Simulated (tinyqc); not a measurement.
Global model of a low-pressure process discharge: electron temperature, density, ion flux and ion energy: one step, computed by the program tinyqc. Command: `OMP_NUM_THREADS=1 python tinyqc.py 3114116 3114117 out.jsonl plasma walk`. One thread of a shared host (Intel(R) Xeon(R) Processor @ 2.30GHz), about 0.01 s of CPU time with the checks.

Maxwellian electrons with temperature T_e in eV, one positive ion, no negative ions, uniform bulk density n; rate constants have the Arrhenius form.

Problem. Energy per pair and density. E_c = E_iz + (X0 exp(-E_ex/T_e) E_ex + K_el (3 m_0/M) T_e)/K_iz; wall potential V_s = (T_e/2) ln(M/(2 pi m_0)); E_T = E_c + 2 T_e + T_e/2 + V_s; n = P/(e u_B A_eff E_T); ion current density J = e h_L n u_B; ionised share n/n_g.

Inputs (values chosen for the exercise, of the order of those of an inductive discharge in a simple atomic gas):
```
quantity                      value   unit
ion mass M                       40      u
ionisation energy E_iz           15     eV
excitation prefactor X0     6.8e-15  m^3/s
excitation energy E_ex         9.54     eV
elastic rate constant K_el  1.8e-13  m^3/s
gas temperature T_g             600      K
absorbed power P                740      W
```

T_e = 2.423001 eV

K_iz = 1.085679e-16 m^3/s

Bohm velocity u_B = 2417.561 m/s

A_eff = 291.6449 cm^2

h_L = 0.2299665

gas density n_g = 1.569310e+20 1/m^3

Constants: m_0 = 9.1093837015e-31 kg; u = 1.6605390666e-27 kg; e = 1.602176634e-19 C.

Give: collisional loss per pair E_c; wall potential V_s; E_T; plasma density n; ion current density J; ionised share.

Solution.

collisional loss per pair E_c = 26.82 eV

wall potential V_s = 11.34 V

E_T = 44.21 eV

plasma density n = 1.482e+12 1/cm^3

ion current density J = 13.20 mA/cm^2

ionised share = 0.009441

Collisions take 61 % of the power and the walls the rest. T_e came from the particle balance alone; the power sets only n.
